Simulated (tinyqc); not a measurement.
Estimate of lattice thermal conductivity from elastic moduli (Slack, Klemens and Cahill formulas): one step, computed by the program tinyqc.

An isotropic solid.

Question. Minimum conductivity. Cahill minimum: kappa_min = (pi/6)^(1/3) k_B V^(-2/3) sum over L, T, T of v (T/Theta_i)^2 int_0^(Theta_i/T) x^3 e^x/(e^x - 1)^2 dx, Theta_i = Theta v_i/v_m (64 Gauss-Legendre points). Its high-temperature limit is (1/2) (pi/6)^(1/3) k_B V^(-2/3) (vL + 2 vT).

Inputs (values chosen for the exercise, for a model crystal): volume per atom V = 22 angstrom^3; temperature T = 300 K.

Grueneisen parameter: from thermal expansion.

vL = 5109.554 m/s

vT = 2786.052 m/s

Debye temperature Theta = 330.1711 K

v_m = 3107.445 m/s

kappa of the polycrystal = 9.526287 W/(m K)

Constants: k_B = 1.380649e-23 J/K.

Give: kappa_min; its high-temperature limit; kappa_poly/kappa_min.

Answer.

kappa_min = 0.6970 W/(m K)

its high-temperature limit = 0.7570 W/(m K)

kappa_poly/kappa_min = 13.67
